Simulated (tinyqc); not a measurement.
Band-to-band tunnelling and avalanche in a reverse-biased abrupt junction. Changing the band gap at 300 K, E_g. Computed by tinyqc, a small Python program. Command: `OMP_NUM_THREADS=1 python tinyqc.py 3025909 3025910 out.jsonl zener sweep`. One thread of a shared host (Intel(R) Xeon(R) Processor @ 2.30GHz), about 0.04 s of CPU time with the checks.

Direct Kane tunnelling in the local field (for indirect gaps the mass is an effective fit) and one ionisation coefficient for both carriers. N is the doping of the light side, or N_A N_D/(N_A + N_D) for the symmetric junction; the built-in voltage is taken as E_g/e.

Inputs (values chosen for the exercise, modelled on germanium): gap narrowing with temperature, -dE_g/dT = 0.4 meV/K; reduced tunnelling mass m_r = 0.035 m_0; permittivity eps = 16; ionisation prefactor a = 1.3e+07 1/cm; ionisation field at 300 K, b = 1.45e+06 V/cm; relative rise of b with temperature = 8.5 1e-4/K; effective doping N = 3e+17 1/cm^3; reverse bias V_R = 1.2 V; current density that defines tunnel breakdown, J_0 = 0.1 A/cm^2; temperature T = 300 K.

Junction: one-sided.

Constants: eps_0 = 8.8541878128e-12 F/m; e = 1.602176634e-19 C; m_0 = 9.1093837015e-31 kg; hbar = 1.054571817e-34 J s.

Method:
- E_g(T) = E_g - (T - 300 K)(-dE_g/dT); b(T) = b [1 + (rise)(T - 300 K)]; w = sqrt(2 eps eps_0 (V_R + E_g/e)/(e N)); F_m = 2 (V_R + E_g/e)/w; the field falls linearly from F_m to 0 across w.
- Kane: G(F) = A F^2 exp(-B/F), A = e^2 sqrt(m_r)/(18 pi hbar^2 sqrt(E_g)), B = pi sqrt(m_r) E_g^(3/2)/(2 e hbar), SI units; J = e int G dx x V_R/(V_R + E_g/e), the last factor making J vanish at zero bias; int G dx = (w/F_m) int_0^F_m G dF by 64 Gauss-Legendre points.
- Avalanche: I = (w/F_m) int_0^F_m a exp(-b/F) dF by 64 Gauss-Legendre points, M = 1/(1 - I), breakdown at I = 1.
- V_Z solves J = J_0 and V_A solves I = 1; the lower one is the breakdown voltage; temperature coefficients by a central difference of +/- 10 K.

One run for each value:
```
band gap at 300 K, E_g (eV)  tunnel current density (A/cm^2)  B (MV/cm)  tunnel breakdown V_Z (V)
0.34                                              5.5643e+03     2.1106                    0.0470
0.42                                              4.6039e+02     2.8977                    0.1778
0.51                                              2.5123e+01     3.8773                    0.4304
0.59                                              1.7523e+00     4.8245                    0.7530
0.68                                              8.1431e-02     5.9695                    1.2361
0.77                                              3.5439e-03     7.1931                    1.8577
0.85                                              2.0846e-04     8.3427                    2.5357
0.94                                              8.2217e-06     9.7022                    3.4504
```

Describe and explain the trends.

Over the rows, tunnel current density (A/cm^2) falls from 5560 to 8.22e-6 (exponent d ln y / d ln x -12 between the first rows and -32 between the last); B (MV/cm) rises from 2.11 to 9.70 (exponent d ln y / d ln x about 1.5 throughout); tunnel breakdown V_Z (V) rises from 0.0470 to 3.45 (exponent d ln y / d ln x 6.3 between the first rows and 3.1 between the last). B grows as E_g^(3/2) at fixed mass, which is why narrow-gap channels leak by tunnelling.

Caution (rows 0.510, 0.590, 0.680, 0.770, 0.850, 0.940): V_A is below about 5 E_g/e, where the local law understates it, since it ignores the distance a carrier needs to reach the ionisation energy.
